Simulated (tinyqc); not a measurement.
Surface potential of a MOS transistor: implicit equation and explicit approximations: two steps of the calculation.

p-type body, charge-sheet picture, depletion and inversion only, full ionisation (an idealisation for deep acceptors), Boltzmann statistics (rough once Na exp(x - xn) passes about Nc/7). In units of Vt: xg = (Vg - Vfb)/Vt, x = psi/Vt, G = gamma/sqrt(Vt), xn = (2 phiF + Vc)/Vt. The implicit equation is (xg - x)^2 = G^2 [x - 1 + exp(x - xn)] for x above about 3. Cox = eps0 eox/tox.

Inputs (values chosen for the exercise); band and dielectric values close to those of silicon:
- T = 400 K (temperature)
- Eg = 1.12 eV (band gap)
- eps_r = 11.5 (relative permittivity)
- Nc = 4.28e19 cm^-3 (conduction-band density of states at T)
- Nv = 4.1e19 cm^-3 (valence-band density of states at T)
- eox = 3.9 (relative permittivity of the gate insulator (close to silicon dioxide))
- tox = 1.3 nm (insulator thickness)
- Na = 1.1e17 cm^-3 (acceptor density)
- Vfb = -0.74 V (flat-band voltage)
- Vc = 0 V (channel-body voltage)
- Vg = 0.15 V (gate-body voltage)

Constants: q = 1.602176634e-19 C, kB = 1.380649e-23 J/K, Vt = kB T/q, eps0 = 8.8541878128e-14 F/cm where lengths are in cm. Results are converted to the units shown.

Question 1. Scales. ni = sqrt(Nc Nv) exp(-Eg/(2 Vt)), Eg in volts; phiF = Vt ln(Na/ni); gamma = sqrt(2 q eps0 eps_r Na)/Cox; VT = Vfb + Vt (xn + G sqrt(xn - 1)).

Find: phiF; gamma; G; xn; VT; xg.

Answer 1.

phiF = 0.3552 V
gamma = 0.07132 V^0.5
G = 0.3842
xn = 20.61
VT = 0.02898 V
xg = 25.82

Question 2. Potential, charges and gate control. psi = Vt x; N_dep = Cox Vt G sqrt(x - 1)/q; N_inv = (Cox Vt G/q) [sqrt(x - 1 + exp(x - xn)) - sqrt(x - 1)]; dpsi/dVg = 1/[1 + G^2 (1 + exp(x - xn))/(2 (xg - x))].

converged x = 23.419401
G = 0.38415226
xn = 20.607991
xg = 25.820053

Give: psi; N_dep; N_inv; dpsi/dVg.

Answer 2.

psi = 0.8073 V
N_dep = 1.039e12 cm^-2
N_inv = 3.324e11 cm^-2
dpsi/dVg = 0.6485

psi lies 2.8 Vt above 2 phiF + Vc.

Computed by the program tinyqc: `OMP_NUM_THREADS=1 python tinyqc.py 2122202 2122203 out.jsonl`, one thread of a shared Intel Xeon 2.30GHz, about 0.01 s for the whole run.
